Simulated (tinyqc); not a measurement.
Worked calculation: one-electron ion in a basis of Gaussians. One step of it, computed by the program tinyqc.

Question. Matrices over normalised Gaussians. With p = a_i + a_j and I(k) = Gamma((k+1)/2) / (2 p^((k+1)/2)): S = I(2l+2), T = (2l+3) a_i a_j S / p, V = -Z I(2l+1), each divided by sqrt(S_ii S_jj).

exponents of r^l exp(-a r^2) (1/bohr^2): 5.326000  19.040000  68.050000

Z = 6

l = 0

Give: S; T; V.

Answer.

S:
```
       1      2      3
1  1.000  0.751  0.374
2  0.751  1.000  0.752
3  0.374  0.752  1.000
```

T (hartree):
```
       1       2        3
1  7.989   9.383    5.539
2  9.383  28.560   33.544
3  5.539  33.544  102.075
```

V (hartree):
```
         1        2        3
1  -22.096  -25.114  -21.678
2  -25.114  -41.779  -47.485
3  -21.678  -47.485  -78.983
```
